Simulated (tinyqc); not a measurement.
# MOSFET in saturation, small-signal circuit and noise: effects of single changes

Bias by the inversion coefficient IC = I/Ispec (charge-based model with velocity saturation; weak inversion below 0.1, strong above 10). Common-source circuit: gm, gds, Cgs, Cgd and Cj at the inner nodes, Rg in series with the gate; quasi-static, no source or drain resistance, no gate-body capacitance, no substrate network, no induced gate noise, so fmax is an upper estimate.

Values chosen for this exercise:
```
symbol   value         unit                                   meaning
T          325            K                               temperature
L          180           nm                               gate length
W           40           um                          total gate width
Cox       2.15      uF/cm^2                          gate capacitance
mu         360   cm^2/(V s)                                  mobility
n          1.2                                           slope factor
Ls          20           nm                velocity-saturation length
sg       0.031                                           ratio gds/gm
Cov       0.36        fF/um   overlap and fringe capacitance per side
Cj        0.75        fF/um                drain junction capacitance
Rsh         20          ohm              sheet resistance of the gate
Wf           4           um                              finger width
Rc          50       ohm um      gate contact and vertical resistance
IC         2.3                                  inversion coefficient
gw         0.1               short-channel excess of the noise factor
Nt      7.6e17  cm^-3 eV^-1                        oxide trap density
lt         0.1           nm          tunnelling length into the oxide
ac        1000        V s/C            Coulomb scattering coefficient
```

Constants: q = 1.602176634e-19 C, kB = 1.380649e-23 J/K, Vt = kB T/q. Results are converted to the units shown.

Each table varies one quantity; the others keep the values above.

## Effect of the overlap and fringe capacitance per side on speed and noise

Ispec = 2 n mu Cox (W/L) Vt^2, lc = Ls/L, gms = [sqrt((lc IC + 1)^2 + 4 IC) - 1]/[2 + lc (lc IC + 1)], gm = gms Ispec/(n Vt), gds = sg gm. qs = [sqrt(1 + 4 IC) - 1]/2, Cgs = Cox W L qs (2 qs + 3)/(3 (qs + 1)^2) + Cov W, Cgd = Cov W, Cd = Cj W, Rg = Rsh (Wf/L)/(12 Nf) + Rc/W with Nf = W/Wf fingers (not rounded) contacted at both ends. fT = gm/(2 pi (Cgs + Cgd)), fmax = fT/(2 sqrt(Rg (gds + 2 pi fT Cgd))). Channel noise Sid = 4 kB T gam n gm with gam = (1/2 + (2/3) qs)/(1 + qs) + gw lc IC, qs = [sqrt(1 + 4 IC) - 1]/2, lc = Ls/L (the last term an empirical rise with velocity saturation); at the gate, white noise Sw = Sid/gm^2 + 4 kB T Rg. Number fluctuation with correlated mobility: S(f) = K/f, K = q^2 Vt lt Nt/(W L Cox^2) (1 + ac mu Cox I/gm)^2, Vt in eV with Nt per eV. Corner fc = K/Sw. IC is held fixed.

The same in every row: I (uA) = 744.70; Rg (ohm) = 4.9537; sqrt(Sw) (nV/Hz^0.5) = 1.1717; fc (MHz) = 13.337.

Results:

| Cov (fF/um) | fT (GHz) | fmax (GHz) |
|---|---|---|
| 0.05 | 23.089 | 210.22 |
| 0.15 | 20.746 | 140.47 |
| 0.35 | 17.247 | 90.429 |
| 0.45 | 15.906 | 77.649 |
| 0.55 | 14.758 | 68.265 |
| 0.65 | 13.764 | 61.028 |

Estimate the missing row, Cov = 0.25 fF/um.

Computed row:

| Cov (fF/um) | fT (GHz) | fmax (GHz) |
|---|---|---|
| 0.25 | 18.836 | 109.18 |

With this row back in the table: As Cov goes from 0.05 to 0.65 fF/um, fT falls from 23.1 to 13.8 GHz, fmax falls from 210 to 61.0 GHz, the white noise stays at 1.17 nV/Hz^0.5 and the corner stays at 13.3 MHz. In every row fmax exceeds 4 fT, where channel resistance and substrate losses, left out here, would cap it.

## Integrated noise against bandwidth

Same model as above.

Corner fc = K/Sw. Mean square from f1 = 1 Hz to B: Sw (B - f1) + K ln(B/f1).

Result of one run:

| B (Hz) | spot noise at B (nV/Hz^0.5) | white part (uV rms) | 1/f part (uV rms) | total (uV rms) |
|---|---|---|---|---|
| 1e7 | 1.790 | 3.705 | 17.18 | 17.57 |

What becomes of these results when the upper band edge B is changed from 1e7 to 1e5 Hz, all else the same?

Result of the changed run:

| B (Hz) | spot noise at B (nV/Hz^0.5) | white part (uV rms) | 1/f part (uV rms) | total (uV rms) |
|---|---|---|---|---|
| 1e5 | 13.58 | 0.3705 | 14.52 | 14.52 |

The whole series:

| B (Hz) | spot noise at B (nV/Hz^0.5) | white part (uV rms) | 1/f part (uV rms) | total (uV rms) |
|---|---|---|---|---|
| 1000 | 135.3 | 0.03703 | 11.25 | 11.25 |
| 10000 | 42.81 | 0.1172 | 12.99 | 12.99 |
| 1e5 | 13.58 | 0.3705 | 14.52 | 14.52 |
| 1e6 | 4.436 | 1.172 | 15.90 | 15.95 |
| 1e7 | 1.790 | 3.705 | 17.18 | 17.57 |
| 1e8 | 1.247 | 11.72 | 18.36 | 21.78 |
| 1e9 | 1.179 | 37.05 | 19.48 | 41.86 |

The 1/f part adds the same power, K ln 10, in each decade and grows only from 11.2 to 19.5 uV; the white part grows as sqrt(B). It overtakes the 1/f part by B = 1e9 Hz among the rows, above the corner fc = 1.33e7 Hz of the spot noise.

## Effect of the total gate width on speed and noise

Same model as above.

Corner fc = K/Sw. IC is held fixed.

The same in every row: fT (GHz) = 17.10; fmax (GHz) = 88.94; fc (MHz) = 13.34.

Result of one run:

| W (um) | I (uA) | Rg (ohm) | sqrt(Sw) (nV/Hz^0.5) |
|---|---|---|---|
| 20 | 372.3 | 9.907 | 1.657 |

What becomes of these results when the total gate width W is changed from 20 to 4.3 um, all else the same?

Result of the changed run:

| W (um) | I (uA) | Rg (ohm) | sqrt(Sw) (nV/Hz^0.5) |
|---|---|---|---|
| 4.3 | 80.06 | 46.08 | 3.574 |

The whole series:

| W (um) | I (uA) | Rg (ohm) | sqrt(Sw) (nV/Hz^0.5) |
|---|---|---|---|
| 2 | 37.23 | 99.07 | 5.240 |
| 4.3 | 80.06 | 46.08 | 3.574 |
| 9.3 | 173.1 | 21.31 | 2.430 |
| 20 | 372.3 | 9.907 | 1.657 |
| 43 | 800.6 | 4.608 | 1.130 |
| 93 | 1731 | 2.131 | 0.7684 |
| 200 | 3723 | 0.9907 | 0.5240 |

As W goes from 2 to 200 um, fT stays at 17.1 GHz, fmax stays at 88.9 GHz, the white noise falls from 5.24 to 0.524 nV/Hz^0.5 and the corner stays at 13.3 MHz. Current, gm and capacitances scale with W and Rg with 1/W, so the frequencies stay while both noise powers fall as 1/W. In every row fmax exceeds 4 fT, where channel resistance and substrate losses, left out here, would cap it.

tinyqc, about 0.01 s, one thread, Intel Xeon 2.30GHz (shared host): `OMP_NUM_THREADS=1 python tinyqc.py 2150022 2150023 out.jsonl`
